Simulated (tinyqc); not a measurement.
Free and trapped electrons in a MOS channel with a dense trap tail: one step of the calculation.

p-type body, charge-sheet picture, full ionisation (an idealisation for deep acceptors), Boltzmann statistics for free electrons. e = Ec - EF at the surface. Acceptor-like traps of density D(E) = D0 + De exp(-E/Ew) at depth E below Ec, from 0 to Eu, hold n_t = integral of D(E)/(1 + exp((e - E)/Vt)). psi = Eg - Vt ln(Nv/Na) - e; N_dep = sqrt(2 eps0 eps_r Na (psi - Vt)/q); n_f = sqrt(N_dep^2 + 2 eps0 eps_r Vt Nc exp(-e/Vt)/q) - N_dep; Vg = Vfb + psi + q (N_dep + n_t + n_f)/Cox, Cox = eps0 eox/tox.

Problem. Charges and gate voltage. psi, N_dep, n_f and Vg as defined, with the n_t given; free share n_f/(n_f + n_t); apparent mobility mf n_f/(n_f + n_t); gate voltage spent on traps q n_t/Cox.

Values chosen for this exercise; band and dielectric values close to those of gallium nitride:
- T = 475 K (temperature)
- Eg = 3.42 eV (band gap)
- eps_r = 9.66 (relative permittivity)
- Nc = 4.52e18 cm^-3 (conduction-band density of states at T)
- Nv = 9.22e19 cm^-3 (valence-band density of states at T)
- eox = 3.9 (relative permittivity of the insulator)
- tox = 39 nm (insulator thickness)
- Na = 1.1e17 cm^-3 (acceptor density)
- Vfb = -2.33 V (flat-band voltage without trapped charge)
- mf = 66 cm^2/(V s) (mobility of free electrons)
- e = 0.079 eV (Ec - EF at the surface)

Constants: q = 1.602176634e-19 C, kB = 1.380649e-23 J/K, Vt = kB T/q, eps0 = 8.8541878128e-14 F/cm where lengths are in cm. Results are converted to the units shown.

n_t = 3.6998654e12 cm^-2

Give: psi; N_dep; n_f; Vg; free share; apparent mobility; gate voltage spent on traps.

Solution.

psi = 3.0655 V
N_dep = 1.8847e12 cm^-2
n_f = 7.4588e10 cm^-2
Vg = 10.976 V
free share = 1.9761 %
apparent mobility = 1.3042 cm^2/(V s)
gate voltage spent on traps = 6.6950 V

Numbers from tinyqc (`OMP_NUM_THREADS=1 python tinyqc.py 2222201 2222202 out.jsonl`; about 0.02 s on one thread of a shared Intel Xeon 2.30GHz).
